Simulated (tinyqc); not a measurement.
Vertical double-diffused power MOSFET, components of the on-resistance: two steps of the calculation.

Stripe cells of pitch Wp + a, two channels a cell. Current flows through the channels, spreads in the accumulation layer, passes the gap between the p bodies and spreads at 45 degrees into the drift layer below them. Low drain voltage, full ionisation.

Parameters, values chosen for the exercise; bulk values close to those of gallium nitride: temperature T = 300 K; relative permittivity eps_r = 9.44; critical-field constant Kc = 25800 V/cm per (cm^-3)^(1/8); rated breakdown voltage of the drift layer BV = 6500 V; drift mobility at 300 K mud = 915 cm^2/(V s); temperature exponent of the drift mobility bt = 2.3; gate oxide thickness (eps_r 3.9) tox = 61 nm; gate overdrive Vov = 5 V; channel mobility mch = 24 cm^2/(V s); accumulation-layer mobility mac = 150 cm^2/(V s); channel length Lc = 0.5 um; width of the p body in one cell, channels included Wp = 7.1 um; gap between neighbouring p bodies a = 3.5 um; depth of the p body xp = 1.4 um; doping of the gap over the drift doping Nj = 1; built-in voltage of the body junction Vbi = 3.09 V; substrate and contact resistance Rs = 0.21 mohm cm^2.

Constants: q = 1.602176634e-19 C, eps0 = 8.8541878128e-14 F/cm where lengths are in cm. Results are converted to the units shown.

Task 1. Drift layer. Triangular field at breakdown with Ec = Kc N^(1/8): BV = eps0 eps_r Ec^2/(2 q N), so N = (eps0 eps_r Kc^2/(2 q BV))^(4/3); W = 2 BV/Ec; mu = mud (T/300 K)^(-bt); rho = 1/(q mu N); ideal resistance rho W.

Give: N; Ec; W; mu; rho; ideal resistance.

Result 1.

N = 1.720e15 cm^-3
Ec = 2.070 MV/cm
W = 62.79 um
mu = 915.0 cm^2/(V s)
rho = 3.965 ohm cm
ideal resistance = 24.90 mohm cm^2

Task 2. Components of the on-resistance. Pitch p = Wp + a, Cox = 3.9 eps0/tox; zero-bias depletion in the gap w0 = sqrt(2 eps0 eps_r Vbi/(q N Nj)), open gap g = a - 2 w0; R_ch = Lc p/(2 mch Cox Vov); R_acc = 0.6 a p/(4 mac Cox Vov), 0.6 being an empirical factor for current leaving the layer along its length; R_gap = (rho/Nj) xp p/g; spreading depth t = min(W, (p - g)/2); R_drift = (rho p/2) ln((g + 2 t)/g) + rho (W - t); R_on = the sum with Rs.

N = 1.7203172e15 cm^-3
W = 62.787412 um
mu = 915 cm^2/(V s)
rho = 3.9651534 ohm cm

Give: w0; g; components; R_on; shares.

Result 2.

w0 = 1.369 um
g = 0.7621 um
components (mohm cm^2): channel 3.901, accumulation 1.311, gap 7.722, drift 28.48, substrate 0.2100
R_on = 41.62 mohm cm^2
shares (%): channel 9.37, accumulation 3.15, gap 18.55, drift 68.42, substrate 0.50

The drift term is the largest. R_on is 1.67 times the ideal drift resistance, and spreading raises the drift term to 1.14 times it.

Numbers from tinyqc (`OMP_NUM_THREADS=1 python tinyqc.py 2230030 2230031 out.jsonl`; about 0.01 s on one thread of a shared Intel Xeon 2.30GHz).
